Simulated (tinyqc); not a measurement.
Inside a calculation. Model: energy and delay of logic against supply voltage.

tinyqc, about 0.01 s, one thread, Intel Xeon 2.30GHz (shared host): `OMP_NUM_THREADS=1 python tinyqc.py 2082014 2082015 out.jsonl` Printed values are rounded.

One expression serves below and above threshold: I(Vg) = Ik [ln(1 + exp((Vg - VT + dd V)/(al nf Vt)))]^al, with I_on = I(V) and I_off = I(0). Gate delay td = kd C V/I_on, clock period LD td. Per gate and cycle the switching energy is act C V^2 and the leakage energy I_off V LD td. No short-circuit current, no variation. Minima are sought above 0.09 V; below a few Vt gates no longer switch and the model has no meaning.

Parameters, values chosen for the exercise; values of the order met in logic technologies:
- T = 358 K (temperature)
- VT = 0.43 V (threshold voltage at zero drain bias)
- nf = 1.35 (slope factor)
- dd = 0.04 (barrier lowering per volt of supply)
- Ik = 0.75 uA (specific current of a gate)
- al = 1.85 (exponent of the current law)
- C = 3.7 fF (load capacitance of a gate)
- kd = 0.9 (delay factor)
- LD = 40 (logic depth)
- act = 0.02 (activity factor)
- V = 0.95 V (supply voltage)

Constants: q = 1.602176634e-19 C, kB = 1.380649e-23 J/K, Vt = kB T/q. Results are converted to the units shown.

## Currents, delay and energies

I_on, I_off, td, clock frequency 1/(LD td), both energies and their sum.

I_on = 29.23515 uA
I_off = 0.06093578 nA
td = 108.2088 ps
clock frequency = 0.2310348 GHz
switching energy = 66.78500 aJ
leakage energy = 0.2505639 aJ
energy = 67.03556 aJ

I_on/I_off = 4.80e5; leakage makes up 0.374 % of the energy.

## Starting value

V = 0.34 V.

V at the start = 0.34 V

## Iteration 1: new V

Minimum-energy supply: E(V) is the energy per gate and cycle; with h = 0.001 V, E' = (E(V + h) - E(V - h))/(2 h), E'' = (E(V - h) - 2 E(V) + E(V + h))/h^2, V(new) = V - E'/E''.

E' = -35.56112 aJ/V
E'' = 1516.074 aJ/V^2
V after iteration 1 = 0.3634561 V

## Iteration 2: new V

As before.

E' = -5.223921 aJ/V
E'' = 1093.915 aJ/V^2
V after iteration 2 = 0.3682315 V

## Iteration 3: new V

As before.

E' = -0.1685430 aJ/V
E'' = 1024.115 aJ/V^2
V after iteration 3 = 0.3683961 V

## Course of the iteration

Stop when the step is below 1e-9 V, or after 40 iterations.

Course of the iteration:
```
iteration  V before the step (V)   step (V)
1                           0.34     0.0235
2                      0.3634561    4.78e-3
3                      0.3682315    1.65e-4
4                      0.3683961    1.84e-7
5                      0.3683963  -2.92e-12
```

Converged in 5 iterations. There leakage makes up 28.1 % of the energy and the clock runs at 3.27 MHz.
